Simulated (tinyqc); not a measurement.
# One level coupled to a phonon between two leads, self-consistent Born approximation, step by step

tinyqc, about 0.09 s, one thread, Intel Xeon 2.30GHz (shared host): `OMP_NUM_THREADS=1 python tinyqc.py 2720010 2720011 out.jsonl` Printed values are rounded.

Wide-band leads with mu_L = +V/2 and mu_R = -V/2; phonons in equilibrium, Nq = 1/(exp(w0/kB T) - 1). Scattering links only energies that differ by w0, so a ladder E_k = E1 + k w0 closes on itself; terms that reach past its ends are dropped. Gn and Gp are the electron and hole parts of the spectral function A = Gn + Gp.

Inputs (values chosen for the exercise):
- T = 300 K (temperature of leads and phonons)
- w0 = 120 meV (phonon energy)
- ed = -47 meV (level)
- GL = 39 meV (coupling to the left lead)
- GR = 28 meV (coupling to the right lead)
- M = 54 meV (electron-phonon matrix element)
- V = 175 mV (bias)
- nr = 6 (rungs of the ladder shown)
- E1 = -131 meV (lowest rung)

Constants: q = 1.602176634e-19 C, kB = 1.380649e-23 J/K, Vt = kB T/q. Results are converted to the units shown.

Range of the model: The self-consistent Born approximation keeps only non-crossing phonon lines and no Hartree shift; it is rough once the coupling nears the phonon energy.

## The ladder and the first Green functions

|G|^2 = 1/[(E - ed)^2 + (GL + GR + Sin + Sout)^2/4], Gn = |G|^2 (GL fL + GR fR + Sin), Gp = |G|^2 (GL (1 - fL) + GR (1 - fR) + Sout), f = 1/(1 + exp((E - mu)/kB T)). On a single ladder the real part of the phonon self-energy, which needs all energies, is left out. At the start Sin = Sout = 0.

E, rung 0 to 5 (meV): [-131, -11, 109, 229, 349, 469]
fL, rung 0 to 5: [0.999787, 0.978335, 0.303295, 0.00417913, 4.04553e-5, 3.90016e-7]
fR, rung 0 to 5: [0.843256, 0.0493057, 4.99722e-4, 4.81983e-6, 4.64647e-8, 4.47931e-10]
Gn, rung 0 to 5 (1/meV): [0.00765480, 0.0163489, 4.65173e-4, 2.11028e-6, 9.99795e-9, 5.69349e-11]
Gp, rung 0 to 5 (1/meV): [5.37665e-4, 0.0113571, 0.00216659, 8.64662e-4, 4.24206e-4, 2.50581e-4]
Nq = 0.00973410

## Iteration 1: scattering functions

Sin(E) = M^2 [(Nq + 1) Gn(E + w0) + Nq Gn(E - w0)], Sout(E) = M^2 [(Nq + 1) Gp(E - w0) + Nq Gp(E + w0)]. Nq = 1/(exp(w0/kB T) - 1).

Sin, rung 0 to 5 (meV): [48.1373, 1.58693, 0.470270, 0.0132332, 6.00672e-5, 2.83788e-7]
Sout, rung 0 to 5 (meV): [0.322368, 1.64459, 33.4643, 6.39131, 2.55301, 1.24903]

## Iteration 1: Green functions

|G|^2 = 1/[(E - ed)^2 + (GL + GR + Sin + Sout)^2/4], Gn = |G|^2 (GL fL + GR fR + Sin), Gp = |G|^2 (GL (1 - fL) + GR (1 - fR) + Sout), f = 1/(1 + exp((E - mu)/kB T)). On a single ladder the real part of the phonon self-energy, which needs all energies, is left out.

Gn after iteration 1, rung 0 to 5 (1/meV): [0.0106596, 0.0162596, 4.58014e-4, 2.27486e-6, 1.03725e-8, 5.79871e-11]
Gp after iteration 1, rung 0 to 5 (1/meV): [4.54293e-4, 0.0115095, 0.00329658, 9.44599e-4, 4.40128e-4, 2.55212e-4]

## Iteration 2: scattering functions

As before.

Sin, rung 0 to 5 (meV): [47.8747, 1.65114, 0.468222, 0.0130311, 6.47418e-5, 2.94421e-7]
Sout, rung 0 to 5 (meV): [0.326694, 1.43119, 33.9153, 9.71890, 2.78851, 1.29591]

## Iteration 2: Green functions

As before.

Gn after iteration 2, rung 0 to 5 (1/meV): [0.0106496, 0.0163188, 4.57551e-4, 2.26860e-6, 1.04016e-8, 5.80265e-11]
Gp after iteration 2, rung 0 to 5 (1/meV): [4.55362e-4, 0.0114489, 0.00331056, 9.85934e-4, 4.41595e-4, 2.55386e-4]

## Course of the iteration

Repeat until no Sin or Sout changes by more than 1e-9 meV.

Course of the iteration:
```
iteration  largest Sin + Sout (meV)  largest change (meV)
1                           48.4597                  48.1
2                           48.2014                  3.33
3                           48.3738                 0.178
4                           48.3707                0.0162
5                           48.3723               1.73e-3
6                           48.3723               1.58e-4
7                           48.3723               1.69e-5
8                           48.3723               1.54e-6
9                           48.3723               1.64e-7
10                          48.3723               1.50e-8
11                          48.3723               1.60e-9
12                          48.3723              1.46e-10
```

Converged in 12 iterations; the change shrinks by about 0.098 a step.

## Currents on the rungs

converged Gn, rung 0 to 5 (1/meV): [0.0106561, 0.0163183, 4.57762e-4, 2.26848e-6, 1.04002e-8, 5.80294e-11]
converged Gp, rung 0 to 5 (1/meV): [4.54766e-4, 0.0114494, 0.00330511, 9.86246e-4, 4.42359e-4, 2.55410e-4]

Spectral currents into the level: iL = GL [fL Gp - (1 - fL) Gn], iR = GR [fR Gp - (1 - fR) Gn].

iL, rung 0 to 5: [0.017643, 0.423064, 0.026656, 0.000073, 0.000000, 0.000000]
iR, rung 0 to 5: [-0.036031, -0.418577, -0.012765, -0.000063, 0.000000, 0.000000]
iL + iR, rung 0 to 5: [-0.0183872, 0.0044863, 0.0138916, 0.0000093, 0.0000000, 0.0000000]
sum of iL = 0.467436

On a single rung iL + iR need not vanish (largest 0.018), since phonons move electrons between rungs; summed over the ladder it does.
